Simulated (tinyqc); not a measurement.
Millisecond and nanosecond annealing: surface heating, thermal budget and solid-phase regrowth: one step, computed by the program tinyqc.

A square pulse heats the surface of a thick wafer with constant thermal properties; losses by radiation are neglected and silicon melts at 1414 C.

Problem. Thermal budget. Absorbed flux q = (1 - R) fluence/t_p; kappa = k/c. With f(z, t) = (2 q/k) sqrt(kappa t) ierfc(z/(2 sqrt(kappa t))), ierfc(x) = exp(-x^2)/sqrt(pi) - x erfc(x): T = T0 + f(z, t) during the pulse and T0 + f(z, t) - f(z, t - t_p) after it. Temperatures in kelvin are T(C) + 273.15. Integrate exp(-E/(k_B T(t))) at the surface from 0 to 10 t_p (Gauss-Legendre, 60 points in sqrt(t) up to t_p and 60 in sqrt(t - t_p) after it). (Dt) = D0 x integral with E; regrowth = v0 x integral with E_v; effective time = integral/exp(-E/(k_B T_peak)).

Inputs (values chosen for the exercise, modelled on hot silicon with phosphorus): incident fluence = 0.65 J/cm^2; pulse length t_p = 1.4e-07 s; reflectance R = 0.56; thermal conductivity k = 0.27 W/(cm K); heat capacity per volume c = 2.36 J/(cm^3 K); preheat temperature T0 = 200 C; dopant prefactor D0 = 4.1 cm^2/s; dopant activation energy E = 3.68 eV; regrowth prefactor v0 = 5.7e+08 cm/s; regrowth energy E_v = 2.7 eV.

Source: pulsed laser.

peak temperature = 1280.486 C

Constants: k_B = 8.617333262e-05 eV/K.

Give: budget (Dt); diffusion length 2 sqrt(Dt); effective time over t_p; possible regrowth.

Solution.

budget (Dt) = 6.529e-20 cm^2

diffusion length 2 sqrt(Dt) = 0.005111 nm

effective time over t_p = 0.09848

possible regrowth = 0.1838 nm

Caution: cold silicon conducts heat several times better than the constant k used here, so the real melting fluence is higher. Caution: equilibrium diffusivities are used; implant damage enhances diffusion, and k and c vary with temperature. Caution: the peak lies above 1150 C, and amorphous silicon melts some 200 to 250 K below the crystal, so a layer that has not regrown before the peak may melt instead. Caution: a diffusion length below the atomic spacing of 0.235 nm means about one jump per atom or fewer, so the profile does not change measurably.
